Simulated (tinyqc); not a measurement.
Inside a calculation. Model: rectangular fin or nanosheet with a gate all round, subbands and threshold shift from confinement.

tinyqc, about 0.2 s, one thread, Intel Xeon 2.30GHz (shared host): `OMP_NUM_THREADS=1 python tinyqc.py 2350033 2350034 out.jsonl` Printed values are rounded.

Undoped body with a flat potential across it, hard walls, transport along x. Three valley pairs (g = 2 each) with the longitudinal mass along x, y or z. Non-parabolicity enters the subband edges through E (1 + al E) = gamma, so E = 2 gamma/(1 + sqrt(1 + 4 al gamma)); motion within a subband is taken as parabolic with the band-edge mass. Energies are counted from the bulk band edge.

Parameters, values chosen for the exercise; masses close to those of silicon:
- T = 400 K (temperature)
- ml = 0.93 m0 (longitudinal mass)
- mt = 0.193 m0 (transverse mass)
- al = 0.5 1/eV (non-parabolicity)
- t = 3 nm (width (along y))
- dl = 0.2 nm (widening of the box by penetration into the insulator)
- H = 4.5 nm (height (along z))

Constants: q = 1.602176634e-19 C, kB = 1.380649e-23 J/K, hbar = 1.054571817e-34 J s, m0 = 9.1093837015e-31 kg, Vt = kB T/q, hbar^2/(2 m0) = 0.0380998212 eV nm^2. Results are converted to the units shown.

## Lowest subbands

gamma = C pi^2 [a^2/(my (t + dl)^2) + b^2/(mz (H + dl)^2)], C = hbar^2/(2 m0). List the 5 lowest, labelled by valley axis and quantum numbers, with degeneracy g and N_k: N_k = g sqrt(2 mx m0 kB T/(pi hbar^2)).

```
subband   E_k (eV)  g  N_k (cm^-1)
y1,1     0.1204338  2   4.715076e6
z1,1     0.1904384  2   4.715076e6
y2,1     0.2215916  2   4.715076e6
z1,2     0.2357051  2   4.715076e6
x1,1     0.2477725  2   1.035027e7
```

## Threshold shift

Each subband has N_k = g sqrt(2 mx m0 kB T/(pi hbar^2)); without degeneracy n = exp(EF/Vt) sum N_k exp(-E_k/Vt). Classical value Nc times t H, Nc = sum over valleys of 2 g (m m0 kB T/(2 pi hbar^2))^1.5 with m = (mx my mz)^(1/3). Threshold shift dVT = Vt ln(classical value/sum N_k exp(-E_k/Vt)). Use the subbands listed.

shares, subband y1,1 to x1,1 (%): 78.47856  10.29750  4.17079  2.76947  4.28368
sum N_k exp(-E_k/Vt) = 1.825320e5 cm^-1
Nc = 4.314497e19 cm^-3
classical value = 5.824571e6 cm^-1
dVT = 119.3644 mV

With all subbands dVT = 119.2 mV. The lowest edge lies at 120 meV; dVT is smaller than that, since sum N_k exp(-(E_k - E_1)/Vt) exceeds the classical value.
